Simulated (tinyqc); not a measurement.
Inside a calculation. Method: Hueckel theory of the pi electrons with the omega technique, for the molecule [CH2]c1ccccn1 (SMILES; centres numbered as the heavy atoms are written). One step of it, computed by the program tinyqc.

Question. Energy, charges, bond orders. E = sum n x; q_r = z_r - P_rr; bond order p = P_rs; free valence = sqrt(3) - sum of p over the bonds of the atom.

final x values: [2.188729, 1.287341, 1.112575, 0.067202, -0.892445, -1.233606, -2.029796]

occupations: [2.000000, 2.000000, 2.000000, 1.000000, 0.000000, 0.000000, 0.000000]

final P, order 1C, 2C, 3C, 4C, 5C, 6C, 7N:
```
[[0.977650, 0.636699, 0.028582, -0.113447, -0.007102, -0.110022, -0.029300],
 [0.636699, 0.977211, 0.523201, 0.021435, -0.223383, -0.039360, 0.517016],
 [0.028582, 0.523201, 0.979448, 0.704121, 0.017689, -0.293544, -0.010554],
 [-0.113447, 0.021435, 0.704121, 0.977250, 0.633779, 0.038077, -0.290858],
 [-0.007102, -0.223383, 0.017689, 0.633779, 0.989729, 0.637473, -0.025716],
 [-0.110022, -0.039360, -0.293544, 0.038077, 0.637473, 0.950770, 0.696158],
 [-0.029300, 0.517016, -0.010554, -0.290858, -0.025716, 0.696158, 1.147943]]
```

Centres:
```
centre  z_r, pi electrons of the neutral centre         h
1C                                            1  0.000000
2C                                            1  0.000000
3C                                            1  0.000000
4C                                            1  0.000000
5C                                            1  0.000000
6C                                            1  0.000000
7N                                            1  0.500000
```

Bonds:
```
i  j         k
1  2         1
2  3         1
3  4         1
4  5         1
5  6         1
6  7         1
7  2  1.000000
```

Give: pi energy = 7 alpha + this times beta; pi charges; Bond orders and lengths from R = 1.517 - 0.180 p; free valence of the carbons; gap between the highest filled and the next level.

Answer.

pi energy = 7 alpha + this times beta = 9.244

pi charges: [0.022, 0.023, 0.021, 0.023, 0.010, 0.049, -0.148]

Bond orders and lengths from R = 1.517 - 0.180 p (angstrom, C-C alone):
```
bond      p      R
1-2   0.637  1.402
2-3   0.523  1.423
3-4   0.704  1.390
4-5   0.634  1.403
5-6   0.637  1.402
6-7   0.696      -
7-2   0.517      -
```

free valence of the carbons: [1.095, 0.055, 0.505, 0.394, 0.461, 0.398]

gap between the highest filled and the next level = 0.960 |beta|
